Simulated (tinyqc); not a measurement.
Six-band k.p model of the valence band of a wurtzite crystal: sweeps and comparisons. A value that a table varies takes the place of the one given here.

At k = 0: E1 = D1c + D2c + Te + Le (pure HH); E2, E3 = Le + u +/- sqrt(u^2 + 2 D3c^2), u = (D1c - D2c + Te)/2, D1c = Dcr, D2c = D3c = Dso/3. The weight of LH in state 2 is fL = (E2 - Le)^2/((E2 - Le)^2 + 2 D3c^2). Relative strengths of transitions to the conduction band: for E perpendicular to c (TE) 1/2, fL/2, (1 - fL)/2; for E along c (TM) 0, 1 - fL, fL, with one momentum element for both directions.

Strain of a c-plane layer: exx = eyy = e_par, ezz = -2 (C13/C33) e_par; Le = D1 ezz + D2 (exx + eyy), Te = D3 ezz + D4 (exx + eyy).

Conduction edge: Ec = (top of the unstrained valence band) + Eg + (a1 + D1) ezz + (a2 + D2)(exx + eyy).
Constants: kB = 8.617333262e-05 eV/K.

Values chosen for the exercise (of the order of those of hexagonal CdS; the results hold for these values, not for the real material):
- Dcr = 0.0217 eV (crystal-field splitting)
- Dso = 0.0651 eV (spin-orbit splitting)
- Eg = 2.611 eV (direct gap at Gamma from the top of the unstrained valence band)
- a1 = -2.81 eV (gap potential along c)
- a2 = -4.29 eV (gap potential in the plane)
- D1 = -1.04 eV
- D2 = 0.99 eV
- D3 = 1.28 eV
- D4 = -2.95 eV
- C13 = 53 GPa
- C33 = 94 GPa
- T = 300 K (temperature)
- e_par = 0.018 (exx = eyy of a c-plane layer)

## Strain and the order of the valence edges

Edges from the unstrained top. Degree of polarisation (TE - TM)/(TE + TM), each state weighted by exp(E/kT) alone (equal densities of states).

Results:

| e_par (%) | E1 (meV) | E2 (meV) | E3 (meV) | fL | lowest transition (eV) | polarisation |
|---|---|---|---|---|---|---|
| -1.20 | 50.3 | 16.5 | -90.9 | 0.910 | 2.5878 | 0.914 |
| -0.90 | 37.7 | 6.4 | -83.8 | 0.866 | 2.5936 | 0.859 |
| -0.60 | 25.1 | -2.5 | -78.1 | 0.792 | 2.5994 | 0.762 |
| -0.30 | 12.6 | -9.2 | -74.4 | 0.669 | 2.6052 | 0.594 |
| 0.00 | 0.0 | -12.7 | -74.1 | 0.500 | 2.6110 | 0.332 |
| 0.30 | -12.6 | -12.4 | -77.6 | 0.331 | 2.6166 | -0.005 |
| 0.60 | -25.1 | -8.7 | -84.3 | 0.208 | 2.6062 | -0.345 |
| 0.90 | -37.7 | -3.0 | -93.2 | 0.134 | 2.5936 | -0.611 |
| 1.20 | -50.3 | 4.1 | -103.3 | 0.090 | 2.5798 | -0.779 |

E1 = E2 requires Dcr + Te = 0, which here falls at e_par = 0.30 %, inside the sweep: state 1 is on top for smaller e_par and state 2 beyond. The polarisation goes from +0.91 to -0.78 and changes sign between 0.00 and 0.30 %; the lowest transition moves by -3 meV per 1 % on average, not monotonically: it peaks at e_par = 0.30 % among these rows. The deformation potentials of this set are rough, and the small net slope can differ from measurement even in sign.

## Crystal field against spin-orbit coupling

No strain; Dcr is varied.

Results:

| Dcr (meV) | Dcr/Dso | E1 (meV) | E2 (meV) | E3 (meV) | E1 - E2 (meV) | E1 - E3 (meV) | fL |
|---|---|---|---|---|---|---|---|
| -173.6 | -2.67 | -151.9 | 4.7 | -200.0 | -156.6 | 48.1 | 0.023 |
| -86.8 | -1.33 | -65.1 | 8.1 | -116.6 | -73.2 | 51.5 | 0.065 |
| -43.4 | -0.67 | -21.7 | 12.2 | -77.3 | -33.9 | 55.6 | 0.136 |
| -21.7 | -0.33 | 0.0 | 15.9 | -59.3 | -15.9 | 59.3 | 0.211 |
| 0.0 | 0.00 | 21.7 | 21.7 | -43.4 | 0.0 | 65.1 | 0.333 |
| 21.7 | 0.33 | 43.4 | 30.7 | -30.7 | 12.7 | 74.1 | 0.500 |
| 43.4 | 0.67 | 65.1 | 43.4 | -21.7 | 21.7 | 86.8 | 0.667 |
| 86.8 | 1.33 | 108.5 | 77.3 | -12.2 | 31.2 | 120.7 | 0.864 |
| 173.6 | 2.67 | 195.3 | 157.9 | -6.0 | 37.4 | 201.3 | 0.964 |

At Dcr = 0 the cubic pattern returns: E1 = E2, E3 lies Dso = 65.1 meV lower and fL = 0.333 (1/3). For large positive Dcr, E1 - E2 tends to 2 Dso/3 = 43.4 meV (last row 37.4) and state 2 turns LH-like; for negative Dcr state 2 rises to the top and turns CH-like (98 % in the first row). In every row the two splittings add up to Dcr + Dso and multiply to (2/3) Dcr Dso.

## What each parameter does

Splittings at k = 0 under the strain, fL and the lowest transition. Each row changes one parameter from the base and keeps the others.

Results:

| case | E1 - E2 (meV) | E1 - E3 (meV) | fL | lowest transition (eV) |
|---|---|---|---|---|
| base | -95.56 | 50.18 | 0.0465 | 2.5502 |
| a2 = -3.432 eV | -95.56 | 50.18 | 0.0465 | 2.5811 |
| C13 = 42.4 GPa | -90.61 | 50.43 | 0.0498 | 2.5386 |
| a1 = -3.372 eV | -95.56 | 50.18 | 0.0465 | 2.5616 |
| D1 = -0.832 eV | -95.56 | 50.18 | 0.0465 | 2.5502 |
| C33 = 75.2 GPa | -101.76 | 49.89 | 0.0428 | 2.5648 |
| Dso = 0.07812 eV | -93.74 | 61.38 | 0.0600 | 2.5520 |
| D2 = 0.792 eV | -95.56 | 50.18 | 0.0465 | 2.5502 |
| e_par = 0.0216 | -120.95 | 49.13 | 0.0337 | 2.5318 |

The largest shifts from the base row, up to three for each result and ties (the steps differ in size, so this ranks the rows, not the parameters). E1 - E2 (meV): e_par -25.39, C33 -6.21, C13 +4.95; unchanged at the printed digits by a2, a1, D1 and D2. E1 - E3 (meV): Dso +11.20, e_par -1.05, C33 -0.29; unchanged at the printed digits by a2, a1, D1 and D2. fL: Dso +0.0134, e_par -0.0128, C33 -0.0037; unchanged at the printed digits by a2, a1, D1 and D2. lowest transition (eV): a2 +0.0309, e_par -0.0184, C33 +0.0145; unchanged at the printed digits by D1 and D2. D1 and D2 shift all valence edges and the conduction edge alike, so they drop out of splittings and transitions.

(tinyqc, `OMP_NUM_THREADS=1 python tinyqc.py 1051079 1051080 out.jsonl`, Intel(R) Xeon(R) Processor @ 2.30GHz, 1 thread, shared host, about 0.01 s.)
